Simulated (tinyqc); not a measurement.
Koster-Slater impurity in a tight-binding band, by Green functions and by supercells: one step, computed by the program tinyqc.

One orbital per site, e(k) = -2 t sum cos(k_i) over 3 direction(s), band from -6 t to 6 t, lattice constant 1. One site has the extra energy U. Spin is left out.

Problem. The host Green function outside the band. Outside the band G0(E) = (1/pi) int_0^pi dk (2/(pi z)) K(16 t^2/z^2), z = E + 2 t cos k, K the complete elliptic integral with parameter m; 200 Gauss-Legendre points. A bound state solves 1/U = G0(E). Energies: 0.05, 0.2, 0.5, 1, 2, 4 and 8 t beyond the band edge on the side of U, rounded to four digits.

Inputs (values chosen for the exercise, for a model band): hopping t = 1.4 eV; impurity potential U = -10.9 eV.

Lattice: simple cubic.

Give: Scan on the side of U.

Solution.

Scan on the side of U:
```
E (eV)  G0 (1/eV)  1/U - G0 (1/eV)
-8.47     -0.1675          0.07571
-8.68     -0.1540          0.06226
-9.10     -0.1385          0.04674
-9.80     -0.1218          0.03006
-11.20    -0.1007          0.00892
-14.00    -0.0765         -0.01521
-19.60    -0.0527         -0.03903
```

G0 stays finite at the band edge, 0.252731/t in size, so binding needs |U| > 3.957 t.
